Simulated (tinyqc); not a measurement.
## Barrier and mass from two Fowler-Nordheim currents

Problem. Fowler-Nordheim tunnelling through a dielectric follows J = A F^2 exp(-B/F), A = q^2 me/(16 pi^2 hbar m1 phi1) (A/V^2 with phi1 in volts), B = (4/3) sqrt(m1/C) phi1^1.5 (V/nm), C = hbar^2/(2 m0). Find B, A, phi1 and m1.

Parameters, values chosen for the exercise: emitter mass in the supply function me = 1 m0.

Constants: q = 1.602176634e-19 C, hbar = 1.054571817e-34 J s, m0 = 9.1093837015e-31 kg, hbar^2/(2 m0) = 0.0380998212 eV nm^2. Results are converted to the units shown.

J at F = 0.87 and 1.19 V/nm (A/cm^2): [7.5820974e-7, 0.0081760302]

Solution. The slope of ln(J/F^2) against 1/F is -B and the intercept gives A. A fixes the product m1 phi1, and B = (4/3) phi1 sqrt(m1 phi1/C) then gives phi1.

B = 28.0 V/nm
A = 9.68e-7 A/V^2
phi1 = 3.25 eV
m1 = 0.490 m0

tinyqc, about 0.04 s, one thread, Intel Xeon 2.30GHz (shared host): `OMP_NUM_THREADS=1 python tinyqc.py 2540111 2540112 out.jsonl`
